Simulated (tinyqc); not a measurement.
Strain, valley repopulation and piezoresistance in a many-valley conduction band: one step, computed by the program tinyqc. Command: `OMP_NUM_THREADS=1 python tinyqc.py 3002190 3002191 out.jsonl valleys walk`. One thread of a shared host (Intel(R) Xeon(R) Processor @ 2.30GHz), about 0.02 s of CPU time with the checks.

Valleys are ellipsoids with mass m_l along the axis a and m_t across it, parabolic, with one constant relaxation time; strain shifts the valleys and leaves the masses alone. Currents are taken along [100], along the load, and along [010], across the load.

Task: Linear piezoresistance coefficients. Each of the 6 valleys holds n_v = N_v (2/sqrt(pi)) F_1/2((E_F - dE_v)/(k_B T)), N_v = 2 (m_d k_B T/(2 pi hbar^2))^(3/2), m_d = (m_l m_t^2)^(1/3); E_F solves sum n_v = n and is counted from the unstrained edge. F_j(eta) = int_0^infinity x^j/(1 + exp(x - eta)) dx, without a gamma-function factor. It is evaluated after integrating by parts. Integrals over x = E/(k_B T) use 160 Gauss-Legendre points in u = sqrt(x) from 0 to sqrt(max(eta, 0) + 32). With eta_0 the reduced Fermi level without strain, r = F_-1/2(eta_0)/(2 F_1/2(eta_0)) (1 for a classical gas) and c = r (Xi_u/k_B T) (m_l - m_t)/(2 m_l + m_t): pi11 = -(2/3) c (S11 - S12), pi12 = -pi11/2, pi44 = 0, with S11 - S12 = 1/(C11 - C12).

Inputs (values chosen for the exercise, modelled on silicon): longitudinal mass m_l = 0.921 m_0; transverse mass m_t = 0.193 m_0; shear deformation potential Xi_u = 9.43 eV; C11 = 167 GPa; C12 = 63.4 GPa; electron density n = 5e+16 1/cm^3; temperature T = 250 K.

Valley axes: <100> (6 valleys in 3 pairs). Load: uniaxial [100].

Constants: k_B = 8.617333262e-05 eV/K; m_0 = 9.1093837015e-31 kg; k_B = 1.380649e-23 J/K; hbar = 1.054571817e-34 J s.

Give: eta_0; degeneracy factor r; pi11; pi12; pi44.

Result:

eta_0 = -6.050

degeneracy factor r = 0.9992

pi11 = -100.7 1e-11/Pa

pi12 = 50.34 1e-11/Pa

pi44 = 0 1e-11/Pa

The gas is classical, so the coefficients follow 1/T.
